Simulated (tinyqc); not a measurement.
# Changing the wavelength

Model: surface photovoltage measurement of the minority-carrier diffusion length in a wafer. Computed by tinyqc, a small Python program. Command: `OMP_NUM_THREADS=1 python tinyqc.py 3130312 3130313 out.jsonl spv sweep`. One thread of a shared host (Intel(R) Xeon(R) Processor @ 2.30GHz), about 0.01 s of CPU time with the checks.

Low injection, steady light, a depletion layer much thinner than 1/alpha and L. The excess density dn is taken at the front edge of the neutral region; light that reaches the back is lost.

Inputs (values chosen for the exercise, modelled on p-type silicon at room temperature):

| quantity | value | unit |
|---|---|---|
| diffusion length L | 23 | micrometre |
| wafer thickness W | 625 | micrometre |
| diffusivity D | 27.6 | cm^2/s |
| front recombination velocity S_f | 4800 | cm/s |
| back recombination velocity S_b | 890000 | cm/s |
| photon flux entering | 2.7e+12 | 1/(cm^2 s) |
| minority density at the surface barrier scale n_0 | 1.3e+09 | 1/cm^3 |
| temperature T | 298 | K |

Constants: k_B = 8.617333262e-05 eV/K.

Method:
- alpha = (84.732/lambda - 76.417)^2 per cm with lambda in micrometre (an empirical fit for silicon between 0.7 and 1.05 micrometre).
- Thick wafer: dn = Phi L/((S_f + D/L)(L + 1/alpha)). Finite wafer, with s = S_b L/D, w = W/L, a = alpha L: dn = [Phi a/(a^2 - 1)] [a - B - exp(-alpha W)(a - s)/(cosh w + s sinh w)]/(S_f + B D/L), B = (sinh w + s cosh w)/(cosh w + s sinh w).
- Photovoltage V = (k_B T/e) ln(1 + dn/n_0). Lifetime = L^2/D.

One run for each value:

| wavelength (nm) | dn, finite wafer (1/cm^3) | penetration depth 1/alpha (micrometre) | dn, thick wafer (1/cm^3) |
|---|---|---|---|
| 780 | 1.1326e+08 | 9.64 | 1.1326e+08 |
| 811 | 1.0354e+08 | 12.70 | 1.0354e+08 |
| 842 | 9.2285e+07 | 17.05 | 9.2285e+07 |
| 874 | 7.9110e+07 | 23.73 | 7.9110e+07 |
| 905 | 6.5118e+07 | 33.76 | 6.5118e+07 |
| 968 | 3.5567e+07 | 80.93 | 3.5567e+07 |
| 999 | 2.2439e+07 | 141.73 | 2.2439e+07 |
| 1030 | 1.1716e+07 | 292.50 | 1.1716e+07 |

Give the missing row, wavelength (nm) = 936.

Computed row:
```
wavelength (nm)  dn, finite wafer (1/cm^3)  penetration depth 1/alpha (micrometre)  dn, thick wafer (1/cm^3)
936                             5.0472e+07                                   50.24                5.0472e+07
```

Interpolating between the two neighbouring rows (linearly) misses most in penetration depth 1/alpha (micrometre), by 13 %. Over the rows, dn, finite wafer (1/cm^3) falls from 1.13e8 to 1.17e7 (exponent d ln y / d ln x -2.3 between the first rows and -21 between the last); penetration depth 1/alpha (micrometre) rises from 9.64 to 292 (exponent d ln y / d ln x 7.1 between the first rows and 24 between the last); dn, thick wafer (1/cm^3) falls from 1.13e8 to 1.17e7 (exponent d ln y / d ln x -2.3 between the first rows and -21 between the last).

Extremes, crossings and ranges named in words are read from the listed rows.
